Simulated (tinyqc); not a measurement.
RHF in the cc-pvdz basis, for He, spin multiplicity 1, step by step. One step of it, computed by the program tinyqc.

Task: Iteration 1: building the Fock matrix. J_ij = sum D_kl (ij|kl), K_ij = sum D_kl (ik|jl); F = H + J - 0.5 K; E = tr D H + tr D J / 2 - 0.25 tr D K + E_nn.

D at the start, order 1He 1s, 1He 2s, 1He 2px, 1He 2py, 1He 2pz:
$$\begin{pmatrix}
1.195448 & 0.481457 & 0.000000 & 0.000000 & 0.000000 \\
0.481457 & 0.193903 & 0.000000 & 0.000000 & 0.000000 \\
0.000000 & 0.000000 & 0.000000 & 0.000000 & 0.000000 \\
0.000000 & 0.000000 & 0.000000 & 0.000000 & 0.000000 \\
0.000000 & 0.000000 & 0.000000 & 0.000000 & 0.000000
\end{pmatrix}$$

core Hamiltonian H = T + V (hartree), order 1He 1s, 1He 2s, 1He 2px, 1He 2py, 1He 2pz:
$$\begin{pmatrix}
-1.880253 & -1.545789 & 0.000000 & 0.000000 & 0.000000 \\
-1.545789 & -1.294671 & 0.000000 & 0.000000 & 0.000000 \\
0.000000 & 0.000000 & 0.784997 & 0.000000 & 0.000000 \\
0.000000 & 0.000000 & 0.000000 & 0.784997 & 0.000000 \\
0.000000 & 0.000000 & 0.000000 & 0.000000 & 0.784997
\end{pmatrix}$$

Two-electron integrals (ij|kl) in chemists' order, unique and non-zero (hartree):
```
(11|11) 1.543036   (21|11) 0.784979   (21|21) 0.426774   (22|11) 0.803460
(22|21) 0.475908   (22|22) 0.615562   (31|31) 0.177307   (32|31) 0.142524
(32|32) 0.130008   (33|11) 1.099799   (33|21) 0.627782   (33|22) 0.734404
(33|33) 1.040531   (41|41) 0.177307   (42|41) 0.142524   (42|42) 0.130008
(43|43) 0.063706   (44|11) 1.099799   (44|21) 0.627782   (44|22) 0.734404
(44|33) 0.913119   (44|44) 1.040531   (51|51) 0.177307   (52|51) 0.142524
(52|52) 0.130008   (53|53) 0.063706   (54|54) 0.063706   (55|11) 1.099799
(55|21) 0.627782   (55|22) 0.734404   (55|33) 0.913119   (55|44) 0.913119
(55|55) 1.040531
```

nuclear repulsion = 0 hartree

Give: Coulomb J; exchange K; Fock matrix F; total energy of this density.

Result:

Coulomb J (hartree), order 1He 1s, 1He 2s, 1He 2px, 1He 2py, 1He 2pz:
$$\begin{pmatrix}
2.7563 & 1.4416 & 0.0000 & 0.0000 & 0.0000 \\
1.4416 & 1.5381 & 0.0000 & 0.0000 & 0.0000 \\
0.0000 & 0.0000 & 2.0617 & 0.0000 & 0.0000 \\
0.0000 & 0.0000 & 0.0000 & 2.0617 & 0.0000 \\
0.0000 & 0.0000 & 0.0000 & 0.0000 & 2.0617
\end{pmatrix}$$

exchange K (hartree), order 1He 1s, 1He 2s, 1He 2px, 1He 2py, 1He 2pz:
$$\begin{pmatrix}
2.6832 & 1.6230 & 0.0000 & 0.0000 & 0.0000 \\
1.6230 & 1.0878 & 0.0000 & 0.0000 & 0.0000 \\
0.0000 & 0.0000 & 0.3744 & 0.0000 & 0.0000 \\
0.0000 & 0.0000 & 0.0000 & 0.3744 & 0.0000 \\
0.0000 & 0.0000 & 0.0000 & 0.0000 & 0.3744
\end{pmatrix}$$

Fock matrix F (hartree), order 1He 1s, 1He 2s, 1He 2px, 1He 2py, 1He 2pz:
$$\begin{pmatrix}
-0.4656 & -0.9157 & 0.0000 & 0.0000 & 0.0000 \\
-0.9157 & -0.3005 & 0.0000 & 0.0000 & 0.0000 \\
0.0000 & 0.0000 & 2.6594 & 0.0000 & 0.0000 \\
0.0000 & 0.0000 & 0.0000 & 2.6594 & 0.0000 \\
0.0000 & 0.0000 & 0.0000 & 0.0000 & 2.6594
\end{pmatrix}$$

total energy of this density = -2.741897 hartree
